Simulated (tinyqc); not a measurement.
Hall factor, magnetoresistance and optical conductivity for a power-law relaxation time: one step, computed by the program tinyqc. Command: `OMP_NUM_THREADS=1 python tinyqc.py 3027025 3027026 out.jsonl magneto walk`. One thread of a shared host (Intel(R) Xeon(R) Processor @ 2.30GHz), about 0.01 s of CPU time with the checks.

One spherical parabolic band, tau(E) = tau_0 x^s with x = E/(k_B T). Landau quantisation is left out.

Task: Density and moments of tau. <y> = int y x^(3/2) f (1 - f) dx / int x^(3/2) f (1 - f) dx, f = 1/(1 + exp(x - eta)). Integrals over x = E/(k_B T) use 160 Gauss-Legendre points in u = sqrt(x) from 0 to sqrt(max(eta, 0) + 45). n = (2 m k_B T)^(3/2)/(3 pi^2 hbar^3) int x^(3/2) f (1 - f) dx; moments in units of tau_0.

Inputs (values chosen for the exercise, with a mass close to that of electrons in GaAs):
```
quantity,value,unit
effective mass m,0.065,m_0
exponent s,-0.5,-
reduced Fermi level eta,4.7,-
temperature T,300,K
```

Constants: m_0 = 9.1093837015e-31 kg; k_B = 1.380649e-23 J/K; hbar = 1.054571817e-34 J s.

Give: density n; <tau>/tau_0; <tau^2>/tau_0^2; <tau^3>/tau_0^3; <1/tau> tau_0.

Result:

density n = 3.374e+18 1/cm^3

<tau>/tau_0 = 0.4365

<tau^2>/tau_0^2 = 0.1964

<tau^3>/tau_0^3 = 0.09187

<1/tau> tau_0 = 2.351
